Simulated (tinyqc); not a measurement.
Worked calculation: Landau levels of massless Dirac electrons. Values are carried at full precision from step to step, so a last printed digit may differ when a step is redone from the rounded ones.

In a field B along z: l = 1/sqrt((e/hbar) B) is the magnetic length, n_B = B/(h/e) the number of states per area in one level, hbar wc = 2 muB B/m for mass m in m0; 1/angstrom^2 = 1e16/cm^2.

Constants: e/hbar = 1.519267448e-05 1/(T angstrom^2); h/e = 413566.7697 T angstrom^2; muB = 5.788381798e-05 eV/T; e^2/h = 3.874045865e-05 S.

Values chosen for the exercise (out of a larger set: near those of graphene; not measured data): B = 7.8 T (magnetic field); n = 3.9 x 1e11/cm^2 (electron sheet density); hv = 6.26 eV angstrom (hbar v).

## Scales set by the field

Give l, n_B and the filling factor nu = n/n_B.

l = 91.86 angstrom
n_B = 1.8860 x 1e11/cm^2
nu = 2.068

## The lowest levels

E_N = sqrt(2N) hv/l for N = 0, 1, 2, ... and the mirror levels below zero; each is fourfold (spin, valley), Zeeman splitting left out; half of level 0 belongs to the electrons.

List the eight lowest, in meV, with the gap to the next.

Levels:
```
label  E (meV)  gap above (meV)
0        0.000           96.373
1       96.373           39.919
2      136.291           30.631
3      166.922           25.823
4      192.745           22.750
5      215.496           20.568
6      236.064           18.914
7      254.978           17.605
```

The largest of these gaps, 96.37 meV, first occurs above level 0 and is kB T at 1118 K.

## Where EF lies

Level 0 takes 2 n_B electrons and each higher level 4 n_B. At zero temperature and without broadening EF sits in the partly filled level.

Fill the listed levels in order up to nu; give the partly filled level, its energy and its filled share.

level: 1

EF = 96.373 meV
filled share = 0.017

## Fields of the Hall plateaus

A plateau is centred where nu = n/n_B equals 2, 6, 10, 14, 18, 22; there rho_xy = h/(nu e^2).

Plateaus:
```
nu  B (T)  1/B (1/T)  rho_xy (kohm)
2   8.065     0.1240        12.9064
6   2.688     0.3720         4.3021
10  1.613     0.6200         2.5813
14  1.152     0.8680         1.8438
18  0.896     1.1160         1.4340
22  0.733     1.3640         1.1733
```

## Checks

- Level 3 from the Dirac matrix in 40 oscillator states against the formula, meV: both 166.922.

tinyqc: `OMP_NUM_THREADS=1 python tinyqc.py 1280601 1280602 out.jsonl`; about 0.01 s, one thread, shared Intel(R) Xeon(R) Processor @ 2.30GHz.
